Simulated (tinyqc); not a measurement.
CCD on RHF in the 6-311g basis, for H-, spin multiplicity 1, step by step. The basis has no diffuse functions, so it cannot describe the extra electron: this is an exercise in the method, not the real anion. Computed by tinyqc, a small Python program that keeps every step (integrals from PySCF). Settings: charge = -1, multiplicity = 1, basis = 6-311g, method = RHF, energy threshold = 1e-10, iteration cap = 61, orthogonalisation = canonical, start = Wolfsberg-Helmholz matrix, DIIS depth = 6, amplitude equations = CCD, DIIS depth for amplitudes = 6, cap on updates = 53. Command: `OMP_NUM_THREADS=1 python tinyqc.py 23271 23272 out.jsonl` (the two numbers bound the seeds that draw the settings). One thread of a shared host (Intel(R) Xeon(R) Processor @ 2.60GHz), about 0.06 s of CPU time with the checks. The early iterations of the SCF are left out here.

## One-electron integrals

Geometry (angstrom):

| atom | x | y | z |
|---|---|---|---|
| H | 0.0000 | 0.0000 | 0.0000 |

Basis 6-311g: exponents (1/bohr^2) and contraction coefficients of normalised primitives:

| element | l (shell) | exponent | coefficient |
|---|---|---|---|
| H | s (1) | 33.8650 | 0.0255 |
| H | s (1) | 5.0948 | 0.1904 |
| H | s (1) | 1.1588 | 0.8522 |
| H | s (2) | 0.3258 | 1.0000 |
| H | s (3) | 0.1027 | 1.0000 |

Overlap, kinetic and nuclear-attraction integrals over the contracted functions; the nuclear repulsion is the sum of Za Zb / Rab.

nuclear repulsion = 0 hartree

overlap S:
```
        1H 1s   1H 2s   1H 3s
1H 1s  1.0000  0.7064  0.3737
1H 2s  0.7064  1.0000  0.7890
1H 3s  0.3737  0.7890  1.0000
```

kinetic energy T (hartree):
```
        1H 1s   1H 2s   1H 3s
1H 1s  2.3043  0.5491  0.1063
1H 2s  0.5491  0.4888  0.1849
1H 3s  0.1063  0.1849  0.1541
```

nuclear attraction V (hartree):
```
         1H 1s    1H 2s    1H 3s
1H 1s  -2.1111  -1.0607  -0.5150
1H 2s  -1.0607  -0.9109  -0.5828
1H 3s  -0.5150  -0.5828  -0.5115
```

core Hamiltonian H = T + V (hartree):
```
         1H 1s    1H 2s    1H 3s
1H 1s   0.1933  -0.5116  -0.4086
1H 2s  -0.5116  -0.4221  -0.3979
1H 3s  -0.4086  -0.3979  -0.3574
```

## Two-electron integrals

Functions are numbered as in S; the eight-fold symmetry (ij|kl) = (ji|kl) = (kl|ij) leaves the list below.

Two-electron integrals (ij|kl) in chemists' order, unique and non-zero (hartree):
```
(11|11) 1.3930   (21|11) 0.8230   (21|21) 0.5097   (22|11) 0.8229
(22|21) 0.5430   (22|22) 0.6441   (31|11) 0.4113   (31|21) 0.2578
(31|22) 0.2799   (31|31) 0.1308   (32|11) 0.5437   (32|21) 0.3658
(32|22) 0.4527   (32|31) 0.1898   (32|32) 0.3251   (33|11) 0.4940
(33|21) 0.3401   (33|22) 0.4460   (33|31) 0.1780   (33|32) 0.3318
(33|33) 0.3617
```

## Orthogonalisation

S = U s U^T; canonical form X = U s^(-1/2), so that X^T S X = 1. Each column of U has its largest component positive (the first on a tie).

eigenvalues of S: 0.1092  0.6294  2.2614

X:
```
             1        2       3
1H 1s  -1.1828   0.9529  0.3492
1H 2s   2.3127  -0.0648  0.4275
1H 3s  -1.5521  -0.8227  0.3708
```

## Iteration 9 (converged): orbitals

converged F (hartree):
```
         1H 1s    1H 2s    1H 3s
1H 1s   1.1540  -0.0215  -0.2620
1H 2s  -0.0215   0.1699  -0.0383
1H 3s  -0.2620  -0.0383   0.0640
```

Diagonalise F' = X^T F X, C = X C', fill 1 alpha and 1 beta electrons from the bottom; D = 2 C_occ C_occ^T. Each column has its largest component positive (the first on a tie).

F' = X^T F X (hartree):
```
         1        2        3
1   2.1076  -1.0919  -0.1026
2  -1.0919   1.5010   0.3486
3  -0.1026   0.3486   0.0942
```

orbital energies (hartree): MO1 -0.0037, MO2 0.7390, MO3 2.9676

coefficients C:
```
          MO1      MO2      MO3
1H 1s  0.1750   0.0850  -1.5463
1H 2s  0.1747   1.4880   1.8140
1H 3s  0.7648  -1.4374  -0.7566
```

D after iteration 9:
```
        1H 1s   1H 2s   1H 3s
1H 1s  0.0612  0.0611  0.2676
1H 2s  0.0611  0.0610  0.2672
1H 3s  0.2676  0.2672  1.1697
```

## Convergence

Stop when the energy changes by less than 1e-10 hartree and every element of the error matrix X^T (F D S - S D F) X is below 3e-06.

Course of the cycle:

| iteration | E (hartree) | change | largest element of the error matrix |
|---|---|---|---|
| 1 | 0.149343 | - | 1.19e+00 |
| 2 | -0.453959 | -6.03e-01 | 1.79e-01 |
| 3 | -0.466648 | -1.27e-02 | 8.18e-03 |
| 4 | -0.466672 | -2.37e-05 | 2.85e-04 |
| 5 | -0.466672 | -4.82e-08 | 4.42e-05 |
| 6 | -0.466672 | -8.33e-10 | 2.51e-05 |
| 7 | -0.466672 | -1.95e-10 | 1.79e-05 |
| 8 | -0.466672 | -2.02e-10 | 3.61e-10 |
| 9 | -0.466672 | 0.0000 | 2.29e-10 |

PySCF RHF in the same basis = -0.466672 hartree

Converged in 9 iterations.

## Integrals over molecular orbitals

(pq|rs) = sum C_ip C_jq C_kr C_ls (ij|kl), one index at a time.

one-electron integrals over orbitals h = C^T H C (hartree):
```
         1        2       3
1  -0.4630  -0.1315  0.0344
2  -0.1315   0.0010  0.1483
3   0.0344   0.1483  1.8746
```

Two-electron integrals over orbitals (pq|rs), unique and non-zero (hartree):
```
(11|11) 0.4592    (21|11) 0.1315    (21|21) 0.1028    (22|11) 0.4204
(22|21) 0.1200    (22|22) 0.3964    (31|11) -0.0344   (31|21) -0.0501
(31|22) -0.0504   (31|31) 0.0780    (32|11) -0.0992   (32|21) -0.0849
(32|22) -0.1013   (32|31) 0.0822    (32|32) 0.1063    (33|11) 0.5855
(33|21) 0.2531    (33|22) 0.5548    (33|31) -0.1759   (33|32) -0.2717
(33|33) 1.0262
```

## CCD: starting amplitudes

t_ij^ab = <ij||ab> / (e_i + e_j - e_a - e_b), whose energy is MP2.

Starting amplitudes (spin orbitals 1a, 1b, ...; amplitudes related by a flip of all spins are not repeated):

| from | to | t |
|---|---|---|
| 1a 1b | 2a 2b | -0.0692 |
| 1a 1b | 2a 3b | 0.0135 |
| 1a 1b | 3a 3b | -0.0131 |

correlation energy = -0.009490 hartree

## CCD: amplitude update 1

t_ij^ab D_ij^ab are set to the remaining terms of the spin-orbital equations, evaluated with the old amplitudes; for the doubles these are <ij||ab> + 1/2 <ab||ef> t_ij^ef + 1/2 <mn||ij> t_mn^ab + P(ij)P(ab) <mb||ej> t_im^ae + terms in t^2, D the orbital-energy denominators.

Amplitudes after update 1 (spin orbitals 1a, 1b, ...; amplitudes related by a flip of all spins are not repeated):

| from | to | t |
|---|---|---|
| 1a 1b | 2a 2b | -0.0976 |
| 1a 1b | 2a 3b | 0.0165 |
| 1a 1b | 3a 3b | -0.0128 |

correlation energy = -0.012685 hartree

## CCD: convergence

E_corr = 1/4 sum <ij||ab> t_ij^ab; stop when the norm of the change is below 1e-8.

Course of the amplitude iterations:

| update | correlation energy (hartree) | norm of the change |
|---|---|---|
| 0 | -0.009490 | - |
| 1 | -0.012685 | 5.74e-02 |
| 2 | -0.013925 | 2.35e-02 |
| 3 | -0.014773 | 9.65e-03 |
| 4 | -0.014770 | 3.35e-05 |
| 5 | -0.014770 | 3.03e-06 |
| 6 | -0.014770 | 7.54e-07 |
| 7 | -0.014770 | 2.63e-07 |
| 8 | -0.014770 | 1.59e-07 |
| 9 | -0.014770 | 3.20e-10 |

Converged amplitudes (spin orbitals 1a, 1b, ...; amplitudes related by a flip of all spins are not repeated):

| from | to | t |
|---|---|---|
| 1a 1b | 2a 2b | -0.1174 |
| 1a 1b | 2a 3b | 0.0180 |
| 1a 1b | 3a 3b | -0.0116 |

CCD total energy = -0.481442 hartree

Converged in 9 updates, with DIIS from the third.
